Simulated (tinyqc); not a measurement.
Two-mode optical phonons of a ternary alloy from two coupled oscillators: one step, computed by the program tinyqc. Command: `OMP_NUM_THREADS=1 python tinyqc.py 3006938 3006939 out.jsonl twomode walk`. One thread of a shared host (Intel(R) Xeon(R) Processor @ 2.30GHz), about 0.01 s of CPU time with the checks.

An alloy A(x)B(1-x)C has an A-C and a B-C bond oscillator. Each TO frequency moves linearly from the impurity mode (dilute end) to the TO of the pure crystal; each strength is proportional to the number of bonds.

Problem. The two oscillators. omega_1 = (impurity mode of A) + x (omega_TO,AC - impurity mode of A); omega_2 = (impurity mode of B) + (1 - x)(omega_TO,BC - impurity mode of B); eps_inf = x eps_AC + (1 - x) eps_BC; strengths W_1 = x eps_AC (omega_LO,AC^2 - omega_TO,AC^2), W_2 = (1 - x) eps_BC (omega_LO,BC^2 - omega_TO,BC^2).

Inputs (values chosen for the exercise, modelled on GaAs(1-x)P(x), with A-C the GaP-like and B-C the GaAs-like bond): omega_TO of pure AC = 364.2 1/cm; omega_LO of pure AC = 401.5 1/cm; omega_TO of pure BC = 265.5 1/cm; omega_LO of pure BC = 289.3 1/cm; eps_inf of AC = 9.06; eps_inf of BC = 10.9; impurity mode of A in BC = 352.5 1/cm; impurity mode of B in AC = 272 1/cm; fraction x of A = 0.38.

Give: omega_1 (A-C, TO); omega_2 (B-C, TO); eps_inf; W_1; W_2.

Solution.

omega_1 (A-C, TO) = 356.946 1/cm

omega_2 (B-C, TO) = 267.97 1/cm

eps_inf = 10.2008

W_1 = 98328 1/cm^2

W_2 = 89234 1/cm^2
